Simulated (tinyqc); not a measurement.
Worked calculation: optical gain and spontaneous emission in a bulk direct-gap semiconductor. Values are carried at full precision from step to step, so a last printed digit may differ when a step is redone from the rounded ones.

F_j(eta) = (1/Gamma(j + 1)) integral_0^infinity x^j dx/(1 + exp(x - eta)), which tends to exp(eta) for eta << 0.

Quasi-Fermi levels: n = Nc F_1/2(Fc/kT) and p = Nv F_1/2(Fv/kT), Fc counted up from the conduction edge and Fv down from the valence edge; Nc, Nv from N = 2 (m kB T/(4 pi c))^(3/2) with c = hbar^2/2m0, in 1/angstrom^3; times 1e24 for 1/cm^3, with me and (mhh^(3/2) + mlh^(3/2))^(2/3).

Constants: hbar^2/2m0 = 3.80998211 eV angstrom^2; kB = 8.617333262e-05 eV/K; fine-structure constant alpha = 0.007297352564; hbar = 6.58211957e-16 eV s; hbar c = 1973.269805 eV angstrom.

Values chosen for the exercise (near those of InGaAs; not measured data):
- me = 0.0422 m0 (electron mass)
- mhh = 0.446 m0 (heavy-hole mass)
- mlh = 0.0516 m0 (light-hole mass)
- n = 3e+18 1/cm^3 (injected density, n = p)
- T = 350 K
- Eg = 0.76 eV (direct gap)
- Ep = 22.2 eV (Kane energy)
- nr = 3.56 (refractive index)
- E = 0.818 eV (photon energy)

## Quasi-Fermi levels

Solve for Fc and Fv.

kT = 0.030161 eV
Nc = 2.741e+17 1/cm^3
Nv = 9.789e+18 1/cm^3
Fc = 0.1754 eV
Fv = -0.0324 eV
Fc + Fv = 0.1429 eV

The separation of the quasi-Fermi levels exceeds the gap, so photons between Eg and Eg + (Fc + Fv) see gain. The quasi-Fermi level of the electrons lies inside the band, that of the holes in the gap.

## Absorption of the empty crystal

Parabolic bands, vertical transitions, no excitons. For each hole band j: mr = me mj/(me + mj); joint density of states J_j(E) = (mr/c)^(3/2) sqrt(E - Eg)/(2 pi^2), both spins, c = hbar^2/2m0; averaged matrix element |e.p|^2 = m0 Ep/6; alpha_j(E) = 4 pi^2 alpha_f c Ep J_j/(3 nr E) in 1/angstrom (alpha_f the fine-structure constant, listed as alpha among the constants), times 1e8 for 1/cm.

Evaluate at E for heavy and light holes.

mr, J and alpha of each hole band:
```
hole   mr (m0)  J (1/(eV angstrom^3))  alpha (1/cm)
heavy  0.03855              1.242e-05        3463.8
light  0.02321              5.803e-06        1618.5
```

The heavy-hole band gives 68 % of the total, 5082 1/cm.

## Occupations and gain at E

For band j the electron sits at Ee = (E - Eg) mr/me above its edge and the hole at Eh = (E - Eg) mr/mj; fe = 1/(1 + exp((Ee - Fc)/kT)), fh = 1/(1 + exp((Eh - Fv)/kT)); gain g = sum_j alpha_j (fe + fh - 1).

Use mr and alpha from the table.

Energies, occupations and gain of each hole band:
```
hole   Ee (eV)  Eh (eV)     fe     fh  g (1/cm)
heavy   0.0530   0.0050  0.983  0.224       718
light   0.0319   0.0261  0.991  0.126       190
```

total gain = 907 1/cm

E - Eg = 0.0580 eV is below Fc + Fv = 0.1429 eV, so both bands give gain (Bernard-Duraffourg).

## Spontaneous emission

Spontaneous rate: R = integral of (nr E/(hbar c))^2/(pi^2 hbar) sum_j alpha_j fe fh dE, with alpha in 1/cm and (nr E/(hbar c))^2 in 1/cm^2 (1e16 per 1/angstrom^2); B = R/(n p); lifetime n/R.

Integrate over photon energy.

R = 6.84e+26 1/(cm^3 s)
B = 7.60e-11 cm^3/s
radiative lifetime = 4.39 ns

## Checks

- B at n = 1e13 1/cm^3 against the van Roosbroeck-Shockley value from alpha and ni^2 (cm^3/s): both 1.20e-10.

Program tinyqc; command `OMP_NUM_THREADS=1 python tinyqc.py 1680924 1680925 out.jsonl`; about 0.09 s on one thread of a shared Intel(R) Xeon(R) Processor @ 2.30GHz.
